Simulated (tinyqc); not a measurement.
Optical transitions of a finite quantum well, step by step. Values are carried at full precision from step to step, so a last printed digit may differ when a step is redone from the rounded ones.

Each carrier sees a square well of width L with its own depth V and masses m (inside), mb (outside); c = hbar^2/2m0, k = sqrt(m E/c), kappa = sqrt(mb (V - E)/c), and level n solves k L + 2 atan[(k/m)/(kappa/mb)] = n pi. The envelope is cos(kz) for odd n and sin(kz) for even n inside, joins exp(-kappa (|z| - L/2)) outside, and is normalised to 1. Excitons and band mixing are left out.

Constants: hbar^2/2m0 = 3.80998211 eV angstrom^2; hc = 1239.841984 eV nm; fine-structure constant alpha = 0.007297352564.

Inputs chosen for the exercise (near those of an InGaAs well in InAlAs; shifted at random, so the results belong to these values and not to a real crystal): L = 51 angstrom (well width); Eg = 0.8 eV (gap of the well); Vc = 0.523 eV (conduction offset); Vv = 0.218 eV (valence offset); me = 0.0413 m0 (electron, well); meb = 0.0779 m0 (electron, barrier); mh = 0.384 m0 (heavy hole along z, well); mhb = 0.408 m0 (heavy hole, barrier); ml = 0.0527 m0 (light hole along z, well); mlb = 0.0863 m0 (light hole, barrier); Ns = 0.21 x 1e12/cm^2 (electrons in e1); n_r = 3.35 (refractive index); G = 5 meV (half width of the line).

## Confinement energies

Up to three levels for each carrier.

Levels:
```
level  E (eV)  k (1/angstrom)  kappa (1/angstrom)
e1     0.1212         0.03625             0.09063
e2     0.4678         0.07121             0.03359
hh1    0.0231         0.04823             0.14448
hh2    0.0900         0.09525             0.11707
hh3    0.1881         0.13768             0.05661
lh1    0.0752         0.03225             0.05687
```

## Interband transitions

From e1 and e2 to each hole level: E = Eg + E_e + E_h, wavelength hc/E, squared overlap of the envelopes, and the strength |<S|p|v>|^2 in units of P^2 at the subband edge: overlap^2 times 1/2 (hh) or 1/6 (lh) for light polarised in the plane (TE), times 0 (hh) or 2/3 (lh) along z (TM).

Transitions:
```
pair    E (eV)  wavelength (nm)  overlap^2      TE      TM
e1-hh1  0.9443           1312.9     0.9598  0.4799  0.0000
e1-lh1  0.9964           1244.3     0.9809  0.1635  0.6539
e1-hh2  1.0113           1226.0     0.0000  0.0000  0.0000
e1-hh3  1.1093           1117.7     0.0342  0.0171  0.0000
e2-hh1  1.2909            960.5     0.0000  0.0000  0.0000
e2-lh1  1.3430            923.2     0.0000  0.0000  0.0000
e2-hh2  1.3578            913.1     0.7289  0.3645  0.0000
e2-hh3  1.4559            851.6     0.0000  0.0000  0.0000
```

The edge is e1-hh1 at 1313 nm. Pairs of opposite parity vanish exactly; e1-hh3 is allowed by parity and reaches 0.0342, only because the two envelopes leak differently into the barriers.

## Intersubband transitions from e1

z_1j = <1|z|j>; 1/m1 = <1|1/m|1>; f_1j = (m1/c)(E_j - E_1) z_1j^2, which sums to 1 over all bound and continuum states.

Transitions:
```
pair  E (meV)  wavelength (micrometre)  |z| (angstrom)       f
1-2     346.6                     3.58           15.14  0.9003
```

m1 = 0.0432 m0
sum of f over bound states = 0.9003

The continuum carries the remaining 0.0997. With hard walls z_12 = 16 L/(9 pi^2) = 9.19 angstrom and f_12 = 256/(27 pi^2) = 0.9607.

## Absorption of one well

For light polarised along z (a real waveguide or Brewster geometry adds an angle factor), with all electrons in e1 and none in e2, the peak fractional absorption is 4 pi alpha Ns c f_12/(n_r m1 G) and the area under the Lorentzian line is pi G times that, c = hbar^2/2m0; 1e12/cm^2 = 1e-4/angstrom^2. EF - E1 = 2 pi c Ns/m1 at zero temperature.

peak absorption = 0.913 %
area = 14.34 % meV
EF - E1 = 11.6 meV

EF lies below e2, as assumed.

## Checks

- Sum of f over all levels of a difference grid (60 cells across the well) against 1: 0.999 against 1.000.
- The strength f_12 on that grid against the matched envelopes: both 0.900.

(tinyqc, `OMP_NUM_THREADS=1 python tinyqc.py 1281146 1281147 out.jsonl`, Intel(R) Xeon(R) Processor @ 2.30GHz, 1 thread, shared host, about 0.06 s.)
